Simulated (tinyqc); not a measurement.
Undoped symmetric double-gate MOSFET, analytic potential model: output curve.

An undoped body of thickness ts between two equal insulators and tied gates; long channel, electrons only, n = ni exp((psi - V)/Vt) with V the quasi-Fermi potential (0 at the source, Vd at the drain), constant mobility, no quantisation. Across the body psi(x) = V - 2 Vt ln[(ts/(2 beta)) sqrt(q ni/(2 eps0 eps_r Vt)) cos(2 beta x/ts)], x from the centre. Q is the electron charge per area of the whole body.

ni = sqrt(Nc Nv) exp(-Eg/(2 Vt)), Eg in volts; r = eps_r tox/(eox ts); V0 = dphi + 2 Vt ln[(2/ts) sqrt(2 eps0 eps_r Vt/(q ni))]. beta (between 0 and pi/2) solves (Vg - V0 - V)/(2 Vt) = ln(beta) - ln(cos beta) + 2 r beta tan(beta). Q = 8 eps0 eps_r Vt beta tan(beta)/ts; I = mu (1/L)(4 eps0 eps_r/ts)(2 Vt)^2 [g(beta_s) - g(beta_d)] per width, g = beta tan(beta) - beta^2/2 + r beta^2 tan^2(beta), with beta_s at V = 0 and beta_d at V = Vd.

Inputs (values chosen for the exercise); material values close to those of silicon:
- T = 250 K (temperature)
- Eg = 1.1 eV (band gap)
- eps_r = 11.6 (relative permittivity of the semiconductor)
- Nc = 2.16e19 cm^-3 (conduction-band density of states at T)
- Nv = 2.02e19 cm^-3 (valence-band density of states at T)
- eox = 7.15 (relative permittivity of the gate insulator)
- tox = 4.4 nm (insulator thickness)
- ts = 5 nm (body thickness)
- dphi = 0.03 V (gate work function less that of the intrinsic body)
- mu = 410 cm^2/(V s) (channel mobility)
- L = 0.2 um (gate length)
- Vg = 0.85 V (gate voltage)

Constants: q = 1.602176634e-19 C, kB = 1.380649e-23 J/K, Vt = kB T/q, eps0 = 8.8541878128e-14 F/cm where lengths are in cm. Results are converted to the units shown.

Result of one run:

| Vd (V) | Qd (nC/cm^2) | Qd/Qs | I (uA/um) |
|---|---|---|---|
| 0.17 | 350.6 | 0.4591 | 193.0 |

What becomes of these results when the drain voltage Vd is changed from 0.17 to 0.11 V, all else the same?

Result of the changed run:

| Vd (V) | Qd (nC/cm^2) | Qd/Qs | I (uA/um) |
|---|---|---|---|
| 0.11 | 491.6 | 0.6438 | 141.3 |

The whole series:

| Vd (V) | Qd (nC/cm^2) | Qd/Qs | I (uA/um) |
|---|---|---|---|
| 0.06 | 613.6 | 0.8035 | 84.66 |
| 0.11 | 491.6 | 0.6438 | 141.3 |
| 0.17 | 350.6 | 0.4591 | 193.0 |
| 0.22 | 239.7 | 0.3139 | 223.2 |
| 0.28 | 120.9 | 0.1583 | 245.2 |
| 0.33 | 45.56 | 0.05966 | 253.4 |
| 0.38 | 8.675 | 0.01136 | 255.8 |
| 0.44 | 0.6190 | 8.106e-4 | 256.2 |
| 0.49 | 0.06139 | 8.039e-5 | 256.3 |

The current rises from 84.7 to 256 uA/um, while the charge at the drain end falls from 0.80 to 8.0e-5 of that at the source. The current first comes within 1 % of its last value at Vd = 0.38 V among the rows. Over the last rows Qd falls by a factor of e for each Vt of drain voltage: the drain end is in weak inversion. In every row the surface density at the source passes 0.3 Nc, where Boltzmann statistics fail. For Vd = 0.17 to 0.49 V mu V/L, with V the smaller of Vd and Vg - V0, passes 3e6 cm/s, so velocity saturation would lower the current. In every row the body is thin enough for quantum confinement, left out here, to raise the threshold.

tinyqc, about 0.02 s, one thread, Intel Xeon 2.30GHz (shared host): `OMP_NUM_THREADS=1 python tinyqc.py 2440143 2440144 out.jsonl`
